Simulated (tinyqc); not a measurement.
Octagonal on-chip spiral inductor, lumped pi model: two steps of the calculation.

Outer diameter do = di + 2 n wd + 2 (n - 1) sp, mean da = (do + di)/2, fill p = (do - di)/(do + di), length l = 3.314 n da. L = 2.25 mu0 n^2 da/(1 + 3.55 p), mu0 = 4 pi 1e-7 H/m. Rs = rho l/(wd delta (1 - exp(-th/delta))), delta = sqrt(rho/(pi f mu0)). Cs = n wd^2 eps0 eo/hu across the coil. At each end Cox = l wd eps0 eo/(2 ho) leads to the substrate branch Rsi = 2 rs he/(l wd) in parallel with Csi = l wd eps0 11.7/(2 he). With one end grounded Y = 1/(Rs + i w L) + i w Cs + 1/[1/(i w Cox) + 1/(1/Rsi + i w Csi)], w = 2 pi f; Q = -Im Y/Re Y. Eddy currents in neighbouring turns and in the substrate are left out.

Parameters, values chosen for the exercise; values of the order met in silicon radio-frequency processes: number of turns n = 4.5; line width wd = 4 um; space between turns sp = 1.5 um; inner diameter di = 140 um; metal thickness th = 3.4 um; metal resistivity rho = 2.2 uohm cm; oxide below the coil ho = 9.1 um; oxide between coil and underpass hu = 1 um; relative permittivity of the oxide eo = 3; substrate resistivity rs = 10 ohm cm; effective spreading depth in the substrate he = 30 um; frequency f = 11 GHz.

Constants: eps0 = 8.8541878128e-12 F/m. Results are converted to the units shown.

Problem 1. Geometry and model elements. do, l, L, delta, Rs, Cs, Cox, Rsi and Csi as defined.

Wanted: do; l; L; delta; Rs; Cs; Cox; Rsi; Csi.

Solution 1.

do = 186.5 um
l = 2435 um
L = 6.208 nH
delta = 0.7118 um
Rs = 18.97 ohm
Cs = 1.913 fF
Cox = 14.21 fF
Rsi = 616.1 ohm
Csi = 16.81 fF

Problem 2. Admittance, quality factor and apparent inductance. Series branch 1/(Rs + i w L), substrate branch, total Y, Q = -Im Y/Re Y, apparent inductance Im(1/Y)/w, metal-only value w L/Rs, share of the loss in the substrate Re(substrate branch)/Re Y.

L = 6.2081757 nH
Rs = 18.972257 ohm
Cs = 1.9125046 fF
Cox = 14.212707 fF
Rsi = 616.13099 ohm
Csi = 16.813632 fF

Find: series branch; substrate branch; Y; Q; apparent inductance; w L/Rs; share of the loss in the substrate.

Solution 2.

series branch = 0.103-2.326i mS
substrate branch = 0.2165+0.6962i mS
Y = 0.319-1.498i mS
Q = 4.689
apparent inductance = 9.241 nH
w L/Rs = 22.62
share of the loss in the substrate = 67.80 %

Q is 20.7 % of the metal-only value.

Program tinyqc, `OMP_NUM_THREADS=1 python tinyqc.py 2302120 2302121 out.jsonl`; Intel Xeon 2.30GHz, shared host, one thread, about 0.01 s.
